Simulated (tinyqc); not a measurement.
Hall factor, magnetoresistance and optical conductivity for a power-law relaxation time: one step, computed by the program tinyqc.

One spherical parabolic band, tau(E) = tau_0 x^s with x = E/(k_B T). Landau quantisation is left out.

Question. At the given field. <y> = int y x^(3/2) f (1 - f) dx / int x^(3/2) f (1 - f) dx, f = 1/(1 + exp(x - eta)). Integrals over x = E/(k_B T) use 160 Gauss-Legendre points in u = sqrt(x) from 0 to sqrt(max(eta, 0) + 45). With w_c = e B/m: sigma_xx = (n e^2/m) <tau/(1 + w_c^2 tau^2)>, sigma_xy = (n e^2/m) <w_c tau^2/(1 + w_c^2 tau^2)>; r_H = (n e/B) sigma_xy/(sigma_xx^2 + sigma_xy^2); MR = sigma_0 sigma_xx/(sigma_xx^2 + sigma_xy^2) - 1, sigma_0 = n e^2 <tau>/m.

Inputs (values chosen for the exercise, with a mass close to that of electrons in GaAs): effective mass m = 0.067 m_0; exponent s = 1.5; tau_0 = 110 fs; reduced Fermi level eta = -8; temperature T = 350 K; magnetic field B = 0.36 T.

density n = 1.839488e+14 1/cm^3

drift mobility mu = 13034.30 cm^2/(V s)

Constants: e = 1.602176634e-19 C; m_0 = 9.1093837015e-31 kg.

Give: mu B; sigma_xx; |sigma_xy|; Hall factor r_H; magnetoresistance MR.

Answer.

mu B = 0.4692

sigma_xx = 0.2379 S/cm

|sigma_xy| = 0.1518 S/cm

Hall factor r_H = 1.561

magnetoresistance MR = 14.75 %
